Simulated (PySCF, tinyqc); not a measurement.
G0W0 on RHF in the sto-6g basis, for H3+, spin multiplicity 1, step by step. The lowest restricted solution is unstable here: a spin-polarised one lies 0.0096 hartree lower (PySCF). Computed by tinyqc, a small Python program that keeps every step (integrals from PySCF). Settings: charge = 1, multiplicity = 1, basis = sto-6g, method = RHF, energy threshold = 1e-10, iteration cap = 53, orthogonalisation = canonical, start = core, DIIS depth = 6. Command: `OMP_NUM_THREADS=1 python tinyqc.py 27737 27738 out.jsonl` (the two numbers bound the seeds that draw the settings). One thread of a shared host (Intel(R) Xeon(R) Processor @ 2.60GHz), about 0.04 s of CPU time with the checks. The early iterations of the SCF are left out here.

## One-electron integrals

Geometry (angstrom):
```
atom         x         y          z
H     0.000000  0.000000   0.000000
H     0.000000  0.000000   1.220000
H     0.000000  0.000000  -1.220000
```

Basis sto-6g: exponents (1/bohr^2) and contraction coefficients of normalised primitives:
```
element  l (shell)   exponent  coefficient
H            s (1)  35.523221     0.009164
H            s (1)   6.513144     0.049361
H            s (1)   1.822143     0.168538
H            s (1)   0.625955     0.370563
H            s (1)   0.243077     0.416492
H            s (1)   0.100112     0.130334
```

Overlap, kinetic and nuclear-attraction integrals over the contracted functions; the nuclear repulsion is the sum of Za Zb / Rab.

nuclear repulsion = 1.08437953 hartree

overlap S, lower triangle:
```
          1H 1s     2H 1s     3H 1s
1H 1s  1.000000
2H 1s  0.377456  1.000000
3H 1s  0.377456  0.057908  1.000000
```

kinetic energy T (hartree), lower triangle:
```
          1H 1s      2H 1s     3H 1s
1H 1s  0.768522
2H 1s  0.049972   0.768522
3H 1s  0.049972  -0.010579  0.768522
```

nuclear attraction V (hartree), lower triangle:
```
           1H 1s      2H 1s      3H 1s
1H 1s  -2.096056
2H 1s  -0.660057  -1.884669
3H 1s  -0.660057  -0.092256  -1.884669
```

core Hamiltonian H = T + V (hartree), lower triangle:
```
           1H 1s      2H 1s      3H 1s
1H 1s  -1.327534
2H 1s  -0.610085  -1.116146
3H 1s  -0.610085  -0.102835  -1.116146
```

## Two-electron integrals

Functions are numbered as in S; the eight-fold symmetry (ij|kl) = (ji|kl) = (kl|ij) leaves the list below.

Two-electron integrals (ij|kl) in chemists' order, unique and non-zero (hartree):
```
(11|11) 0.774999   (21|11) 0.219860   (21|21) 0.086356   (22|11) 0.412426
(22|21) 0.219860   (22|22) 0.774999   (31|11) 0.219860   (31|21) 0.058609
(31|22) 0.110215   (31|31) 0.086356   (32|11) 0.031815   (32|21) 0.010589
(32|22) 0.024039   (32|31) 0.010589   (32|32) 0.001561   (33|11) 0.412426
(33|21) 0.110215   (33|22) 0.216725   (33|31) 0.219860   (33|32) 0.024039
(33|33) 0.774999
```

## Orthogonalisation

S = U s U^T; canonical form X = U s^(-1/2), so that X^T S X = 1. Each column of U has its largest component positive (the first on a tie).

eigenvalues of S: 0.494366  0.942092  1.563542

X:
```
               1          2         3
1H 1s   1.032557   0.000000  0.549970
2H 1s  -0.691599   0.728515  0.410553
3H 1s  -0.691599  -0.728515  0.410553
```

## Starting guess

The start is the orbitals of the core Hamiltonian; D = 2 C_occ C_occ^T.

D at the start, lower triangle:
```
          1H 1s     2H 1s     3H 1s
1H 1s  1.124296
2H 1s  0.390213  0.135433
3H 1s  0.390213  0.135433  0.135433
```

## Iteration 9 (converged): orbitals

converged F (hartree), lower triangle:
```
           1H 1s      2H 1s      3H 1s
1H 1s  -0.640086
2H 1s  -0.483644  -0.479492
3H 1s  -0.483644  -0.160003  -0.479492
```

Diagonalise F' = X^T F X, C = X C', fill 1 alpha and 1 beta electrons from the bottom; D = 2 C_occ C_occ^T. Each column has its largest component positive (the first on a tie).

F' = X^T F X (hartree), lower triangle:
```
           1          2          3
1   0.087313
2   0.000000  -0.339127
3  -0.042471   0.000000  -0.845994
```

orbital energies (hartree): MO1 -0.847923, MO2 -0.339127, MO3 0.089242

coefficients C:
```
            MO1        MO2        MO3
1H 1s  0.596246   0.000000   1.006545
2H 1s  0.378755   0.728515  -0.709512
3H 1s  0.378755  -0.728515  -0.709512
```

D after iteration 9, lower triangle:
```
          1H 1s     2H 1s     3H 1s
1H 1s  0.711018
2H 1s  0.451663  0.286911
3H 1s  0.451663  0.286911  0.286911
```

## Convergence

Stop when the energy changes by less than 1e-10 hartree and every element of the error matrix X^T (F D S - S D F) X is below 3e-06.

Course of the cycle:
```
iteration  E (hartree)     change  largest element of the error matrix
1          -1.09385419          -                             2.59e-01
2          -1.13583423  -4.20e-02                             2.91e-02
3          -1.13633816  -5.04e-04                             1.37e-04
4          -1.13633817  -9.13e-09                             5.99e-05
5          -1.13633817  -1.26e-09                             3.82e-05
6          -1.13633817  -4.02e-10                             2.81e-05
7          -1.13633817  -1.77e-10                             2.22e-05
8          -1.13633817  -2.93e-10                             1.75e-08
9          -1.13633817  -8.88e-16                             2.71e-11
```

PySCF RHF in the same basis = -1.13633817 hartree

Converged in 9 iterations.

## Populations, bond orders and dipole

Mulliken: Z minus the diagonal of D S on the atom; Loewdin: the same with S^(1/2) D S^(1/2); Mayer order: 2 sum_s sum (D(s) S)_ij (D(s) S)_ji over the two atoms.

Charges (e):
```
atom   Mulliken    Loewdin
1H    -0.051983  -0.036566
2H     0.525992   0.518283
3H     0.525992   0.518283
```

Mayer bond orders:
```
pair     order
2-1   0.498649
3-1   0.498649
3-2   0.224684
```

dipole moment about the origin, x y z (debye): 0.000000  0.000000  0.000000

## Integrals over molecular orbitals

(pq|rs) = sum C_ip C_jq C_kr C_ls (ij|kl), one index at a time.

one-electron integrals over orbitals h = C^T H C (hartree), lower triangle:
```
           1          2          3
1  -1.372795
2   0.000000  -1.075597
3  -0.090546   0.000000  -0.829473
```

Two-electron integrals over orbitals (pq|rs), unique and non-zero (hartree):
```
(11|11) 0.524872    (21|21) 0.148047    (22|11) 0.442258    (22|22) 0.506281
(31|11) 0.090546    (31|22) -0.053244   (31|31) 0.144354    (32|21) -0.146438
(32|32) 0.161920    (33|11) 0.531534    (33|22) 0.469250    (33|31) 0.079186
(33|33) 0.563365
```

## Screening: direct RPA

With D = e_a - e_i and K = (ia|jb): diagonalise D^(1/2) (D + 4K) D^(1/2) = Z w^2 Z^T; X + Y = D^(1/2) Z w^(-1/2), each column of Z with its largest component positive (the first on a tie); E_c = (sum w - tr (D + 2K)) / 2.

D^(1/2) (D + 4K) D^(1/2) (hartree^2):
```
          1>2       1>3
1>2  0.560176  0.000000
1>3  0.000000  1.419409
```

excitation energies w (hartree): 0.748449  1.191390

X + Y:
```
            1         2
1>2  0.824500  0.000000
1>3  0.000000  0.886913
```

RPA correlation energy = -0.04546145 hartree

## G0W0 on Hartree-Fock: HOMO

W(p,q,m) = sqrt2 sum_ia (pq|ia) (X+Y)_ia,m; Sigma_c(x) = sum_(i,m) W^2/(x - e_i + w_m) + sum_(a,m) W^2/(x - e_a - w_m); solve x = e_p + Sigma_c(x) by Newton steps; Z = 1/(1 - dSigma/dx); 1 hartree = 27.211386 eV.

The 12 largest terms at x = e_p (hartree; W for the signs of X + Y given):
```
q  m         W       term
2  1  0.172626  -0.023702
3  2  0.181060  -0.015401
1  2  0.113570   0.010826
```

Newton steps (hartree):
```
step          x  Sigma_c(x)         Z
0     -0.847923   -0.028278  0.966020
1     -0.875240   -0.027324  0.966528
2     -0.875247   -0.027324  0.966528
```

quasiparticle energy of the HOMO = -23.816681 eV

Hartree-Fock value = -23.073150 eV

## G0W0 on Hartree-Fock: LUMO

As before.

The 12 largest terms at x = e_p (hartree; W for the signs of X + Y given):
```
q  m          W       term
3  1  -0.170749  -0.024775
1  1   0.172626   0.023702
2  2  -0.066782  -0.003743
```

Newton steps (hartree):
```
step          x  Sigma_c(x)         Z
0     -0.339127   -0.004816  0.958730
1     -0.343744   -0.004617  0.958775
2     -0.343744   -0.004617  0.958775
```

quasiparticle energy of the LUMO = -9.353757 eV

Hartree-Fock value = -9.228122 eV
